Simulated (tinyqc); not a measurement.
# Thermal boundary conductance by the acoustic and diffuse mismatch models, step by step

A worked calculation. Computed by tinyqc, a small Python program that keeps every step. Command: `OMP_NUM_THREADS=1 python tinyqc.py 3008357 3008358 out.jsonl kapitza walk`. One thread of a shared host (Intel(R) Xeon(R) Processor @ 2.30GHz), about 0.01 s of CPU time with the checks. Intermediate numbers are printed to about 7 digits and carried at full precision; extremes and crossings named in words are read from the listed rows.

Each side has one longitudinal and two transverse Debye branches, omega = v q up to q_D = (6 pi^2 n)^(1/3), with n counting all atoms. Scattering at the interface is elastic. Electrons are left out of G, also for metals. Melting is ignored. G refers to the temperatures of the phonons sent towards the interface. Linear branches over all atoms overstate G at high T, most for crystals with several atoms a cell.

Inputs (values chosen for the exercise, for two model solids): density rho_1 = 8.86 g/cm^3; longitudinal velocity vL_1 = 13600 m/s; transverse velocity vT_1 = 7540 m/s; atom density n_1 = 55.2 1/nm^3; conductivity kappa_1 = 200 W/(m K); density rho_2 = 5.3 g/cm^3; longitudinal velocity vL_2 = 9620 m/s; transverse velocity vT_2 = 4860 m/s; atom density n_2 = 97.6 1/nm^3; conductivity kappa_2 = 4.78 W/(m K); temperature T = 4.2 K; thickness d_1 = 140 nm; thickness d_2 = 39 nm; heat flux J = 11 kW/cm^2.

Structure: superlattice.

Constants: hbar = 1.054571817e-34 J s; k_B = 1.380649e-23 J/K.

## Cut-off frequencies and impedances

omega_c = v q_D for each branch, given as hbar omega_c/k_B; impedance Z = rho v.

Branches:
```
branch     v (m/s)  cut-off (K)  Z (1e6 kg/(m^2 s))
L, side 1    13600     1541.683            120.4960
T, side 1     7540      854.727             66.8044
L, side 2     9620     1318.666             50.9860
T, side 2     4860      666.187             25.7580
```

## Acoustic mismatch: transmission of each branch

No mode conversion. t(theta) = 4 Z_1 Z_2 cos(theta_1) cos(theta_2)/N^2, with N = Z_2 cos(theta_1) + Z_1 cos(theta_2) for L (the form for pressure waves) and N = Z_1 cos(theta_1) + Z_2 cos(theta_2) for both T branches (the form for shear waves polarised along the interface); sin(theta_2) = (v_2/v_1) sin(theta_1), and t = 0 beyond the critical angle arcsin(v_1/v_2); the mean over the incoming flux is alpha = 2 int t sin(theta_1) cos(theta_1) d theta_1 (64 Gauss-Legendre points).

Transmission:
```
branch  t at normal incidence  largest angle from side 1 (deg)  alpha, 1 to 2  alpha, 2 to 1
L                   0.8356925                               90      0.7121616      0.3563288
T                   0.8033559                               90      0.8853609      0.3678326
```

For L waves from side 1 no critical angle exists; the mean is 0.71 against 0.84 at normal incidence. For T waves from side 1 no critical angle exists, and the mean 0.89 stays near the normal-incidence 0.80.

## Diffuse mismatch: transmission at low frequency

A phonon forgets its side and branch: alpha(1 to 2) = S_2/(S_1 + S_2), S_i = 1/vL_i^2 + 2/vT_i^2.

S_1 = 4.058588e-08 s^2/m^2

S_2 = 9.548106e-08 s^2/m^2

diffuse alpha, 1 to 2 = 0.7017212

## Boundary conductance

G = (k_B^4 T^3/(8 pi^2 hbar^3)) int W(x) x^4 e^x/(e^x - 1)^2 dx, x = hbar omega/(k_B T). Acoustic mismatch: W = sum over the three branches of alpha(1 to 2)/v_1^2, each up to the lower of its two cut-offs. Diffuse mismatch: W = S_1 S_2/(S_1 + S_2), where S_i sums 1/v^2 over the branches of side i still below their cut-off. Radiation limit: W = min(S_1, S_2). The integral is split at the four cut-offs (64 Gauss-Legendre points a piece, x at most 45). Boundary resistance R = 1/G and Kapitza length kappa_2/G use the diffuse value.

G, acoustic mismatch = 0.02642765 MW/(m^2 K)

G, diffuse mismatch = 0.02150654 MW/(m^2 K)

G, radiation limit = 0.03064827 MW/(m^2 K)

boundary resistance R = 46497.48 m^2 K/GW

Kapitza length in side 2 = 222257.9 nm

The diffuse value is 0.81 times the acoustic one and 70 % of the radiation limit. Diffuse scattering lowers G here: it sends back a share of the phonons that specular transmission lets pass. Caution: kappa_2 is of room-temperature size, so the Kapitza length is only nominal at this T.

## Conductance against temperature

The formulas are those given above.

G (MW/(m^2 K)):
```
T (K)  acoustic mismatch  diffuse mismatch  radiation limit
2            0.002853650       0.002322270      0.003309391
5             0.04458828        0.03628547       0.05170924
10             0.3567062         0.2902838        0.4136739
20              2.853650          2.322270         3.309391
40              22.82466          18.57524         26.47078
80              170.2572          140.2541         199.4792
150             654.7280          574.3388         811.3369
300             1468.114          1369.449         1937.934
600             2051.060          1949.270         2771.525
1000            2238.438          2135.140         3040.566
```

All three follow T^3 at the cold end (exponent 3.00 for the diffuse model) and flatten at high T (exponent 0.18 at the hot end); the lowest cut-off is 666 K. The ratio of diffuse to acoustic goes from 0.81 to 0.95. The plateau is set by the frequencies that both sides share.

## Cross-plane conductivity of the superlattice

kappa_eff = (d_1 + d_2)/(d_1/kappa_1 + d_2/kappa_2 + 2 R), two interfaces a period, with bulk conductivities in the layers; the gradient is J/kappa_eff.

kappa_eff = 0.001924652 W/(m K)

kappa_eff without interfaces = 20.20545 W/(m K)

interface share of the resistance = 0.9999047

temperature gradient = 57153.18 K/micrometre

The interfaces carry most of the resistance: if both layers are scaled together, kappa_eff grows with the exponent 1.00, the interface share. Caution: the conductivities are of room-temperature size; at this T real values can differ much and free paths can be long. Caution: R from emitted-phonon temperatures is too large for use in series with Fourier layers, by up to a factor of about 2. Caution: layers this thin are often below the phonon free path, where bulk conductivities and independent interfaces no longer hold.

Checks made by the program: detailed balance alpha_12/v_1^2 = alpha_21/v_2^2 (relative difference below 1e-10); low-temperature limit G = pi^2 k_B^4 T^3 alpha S_1/(30 hbar^3) (relative difference below 1e-10).
